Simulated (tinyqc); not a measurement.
Reverse leakage of an n+-p junction: diffusion, generation, trap-assisted and band-to-band tunnelling: leakage components against the temperature.

One-sided abrupt junction in the depletion approximation, x from the junction (0) to W on the p side, field F = F0 (1 - x/W). Flat quasi-Fermi levels, long p side. Traps generate through SRH with both lifetimes shortened by 1 + Gamma (Hurkx enhancement, form for moderate fields); band-to-band generation is local and needs a total bending above Eg.

Nc and Nv are given at 350 K and scale as (T/350 K)^1.5; all else is held fixed. ni = sqrt(Nc Nv) exp(-Eg/(2 Vt)), Eg in volts; Vbi = Vt ln(Na Nd/ni^2); W = sqrt(2 eps0 eps_r (Vbi + VR)/(q Na)); F0 = 2 (Vbi + VR)/W; FG = sqrt(24 mt m0 (kB T)^3)/(q hbar); J_diff = q ni^2 sqrt(Dn/tau)(1 - exp(-VR/Vt))/Na. u = (Vbi + VR)(1 - x/W)^2, p = Na exp(-u/Vt), n = Nd exp((u - Vbi - VR)/Vt); G0 = ni^2 (1 - exp(-VR/Vt))/(tau (n + p + 2 ni cosh(Et/Vt))); Gamma = 2 sqrt(3 pi)(F/FG) exp((F/FG)^2); trap-assisted part G0 Gamma; G_bb = Ab F^2.5 exp(-Bb/F) with F in V/cm, zero unless Vbi + VR > Eg, and counted as zero under 1 cm^-3 s^-1. Currents are q times the integrals over 0 to W; J_bb under 1e-8 of J is printed as 0; rows with F0/FG above 2.2, beyond the range of this Gamma, are left out.

Inputs (values chosen for the exercise); band and dielectric values close to those of silicon:
```
symbol    value                 unit                                                         meaning
Eg          1.1                   eV                                                        band gap
eps_r      11.8                                                                relative permittivity
Nc      3.48e19                cm^-3  conduction-band density of states at the reference temperature
Nv      3.34e19                cm^-3     valence-band density of states at the reference temperature
Na       2.4e17                cm^-3                            acceptor density of the lighter side
Nd         1e19                cm^-3                               donor density of the heavier side
tau        2e-9                    s                     SRH lifetime of both carriers at zero field
Et            0                   eV                            trap level above the intrinsic level
mt         0.27                   m0                                                 tunnelling mass
Dn           16               cm^2/s              electron diffusion coefficient on the lighter side
Ab       3.7e14  cm^-0.5 V^-2.5 s^-1                                          band-to-band prefactor
Bb       1.76e7                 V/cm                                     band-to-band field constant
VR          2.8                    V                                                    reverse bias
```

Constants: q = 1.602176634e-19 C, kB = 1.380649e-23 J/K, hbar = 1.054571817e-34 J s, m0 = 9.1093837015e-31 kg, Vt = kB T/q, eps0 = 8.8541878128e-14 F/cm where lengths are in cm. Results are converted to the units shown.

Results:
```
T (K)  F0 (kV/cm)  F0/FG  J_diff (A/cm^2)  J_SRH (A/cm^2)  J_TAT (A/cm^2)  J_bb (A/cm^2)  J (A/cm^2)              largest part
220           530   2.20         1.09e-18         1.43e-9         2.16e-7       1.70e-11     2.18e-7  trap-assisted tunnelling
280           527   1.52         5.64e-13         1.05e-6         2.18e-5       1.38e-11     2.28e-5  trap-assisted tunnelling
310           525   1.30         6.31e-11         1.12e-5         1.38e-4       1.23e-11     1.49e-4  trap-assisted tunnelling
340           523   1.13          3.15e-9         7.98e-5         6.72e-4       1.09e-11     7.52e-4  trap-assisted tunnelling
370           522  0.994          8.52e-8         4.19e-4         0.00263              0     0.00305  trap-assisted tunnelling
400           520  0.881          1.43e-6         0.00174         0.00858              0      0.0103  trap-assisted tunnelling
430           518  0.788          1.65e-5         0.00595          0.0241              0      0.0301  trap-assisted tunnelling
```

Estimate the missing row, T = 250 K.

Computed row:
```
T (K)  F0 (kV/cm)  F0/FG  J_diff (A/cm^2)  J_SRH (A/cm^2)  J_TAT (A/cm^2)  J_bb (A/cm^2)  J (A/cm^2)              largest part
250           528   1.81         1.69e-15         5.69e-8         2.54e-6       1.53e-11     2.60e-6  trap-assisted tunnelling
```

With this row back in the table: J rises from 2.18e-7 to 0.0301 A/cm^2. Trap-assisted tunnelling leads at T = 220 and in all other rows. Activation energies over the table: 1.18 eV for diffusion (Eg = 1.1 eV, raised by the T^3 of ni^2), 0.592 eV for SRH generation (Eg/2 + |Et| = 0.550 eV), 0.451 eV for the trap-assisted part, lower since Gamma grows on cooling; the total shows 0.391 eV at the cold end and 0.529 eV at the hot end.

tinyqc, about 0.01 s, one thread, Intel Xeon 2.30GHz (shared host): `OMP_NUM_THREADS=1 python tinyqc.py 2290101 2290102 out.jsonl`
